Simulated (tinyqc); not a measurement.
Raman shift of the zone-centre optical phonon of a diamond-structure crystal under stress: one step, computed by the program tinyqc.

Axes x, y, z are the cube axes. Strain shifts the threefold optical mode and can split it; p, q and r are the phonon deformation potentials.

Problem. The line seen from a (001) surface. Backscattering from a (001) surface: incident polarisation (cos phi, sin phi, 0). With Raman tensors (R_z)_xy = (R_z)_yx = 1 and cyclic, only the z component u_z of a mode counts: I = u_z^2 sin^2(2 phi) for parallel and u_z^2 cos^2(2 phi) for crossed polarisers. An unresolved line sits at the intensity-weighted shift, which is M_zz/(2 omega_0).

Inputs (values chosen for the exercise, modelled on silicon): stress sigma (tension positive) = 2.9 GPa; polarisation angle phi = 60 degree.

Stress state: biaxial. Axis: [111].

M/(2 omega_0) (1/cm), rows x, y, z:
```
[[-11.23614, 2.22248, 2.22248],
 [2.22248, -11.23614, 2.22248],
 [2.22248, 2.22248, -11.23614]]
```

Give: total intensity, parallel; total intensity, crossed; shift of the observed line; shift per stress; stress per shift.

Solution.

total intensity, parallel = 0.75

total intensity, crossed = 0.25

shift of the observed line = -11.24 1/cm

shift per stress = -3.875 1/(cm GPa)

stress per shift = -258.1 MPa cm

Shear mixes z with x and y, so the line is a blend of modes with different shifts. Caution: strains above about 1 % call for terms beyond linear order. Caution: the modes that take part are split by more than a line width, so two lines are seen and not one at the mean. Caution: this stress has components normal to the (001) face, so it cannot reach a free (001) surface; it can act on buried material.
